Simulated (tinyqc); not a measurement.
Ion-assisted plasma etching: sheath, surface coverage, synergy and aspect-ratio dependence: one step, computed by the program tinyqc. Command: `OMP_NUM_THREADS=1 python tinyqc.py 3006798 3006799 out.jsonl etch walk`. One thread of a shared host (Intel(R) Xeon(R) Processor @ 2.30GHz), about 0.04 s of CPU time with the checks.

Radicals adsorb on bare sites; ions remove covered sites with a high yield and bare sites by sputtering; a slow spontaneous reaction acts everywhere, walls included.

Problem. Open-field etch rate. Steady coverage: s G_n (1 - theta) = x Y G_i theta; removal flux = Y G_i theta + Y_p G_i (1 - theta) + k_c G_n; rate = flux/N, 1 cm/s = 6e8 nm/min. Lateral rate = k_c G_n/N; anisotropy = 1 - lateral/vertical; synergy = vertical/(ions alone + radicals alone), with ions alone Y_p G_i/N and radicals alone the lateral rate.

Inputs (values chosen for the exercise, close to those used for silicon dioxide in a fluorocarbon plasma):
```
quantity                                value    unit
gas temperature T_g                       600       K
sticking coefficient s                   0.46       -
radicals per removed unit x                 2       -
spontaneous reaction probability k_c  2.7e-05       -
solid density N                       2.2e+22  1/cm^3
```

Feature: long trench.

yield Y = 2.618869

sputter yield Y_p = 0.09725728

ion flux G_i = 7.054719e+16 1/(cm^2 s)

radical flux G_n = 1.638178e+16 1/(cm^2 s)

Give: coverage theta; vertical rate; lateral rate; anisotropy; synergy.

Solution.

coverage theta = 0.01999

vertical rate = 284.1 nm/min

lateral rate = 0.01206 nm/min

anisotropy = 1.0000

synergy = 1.518

The surface is nearly bare: radicals limit the ion-assisted part, and sputtering gives 65 % of the rate.
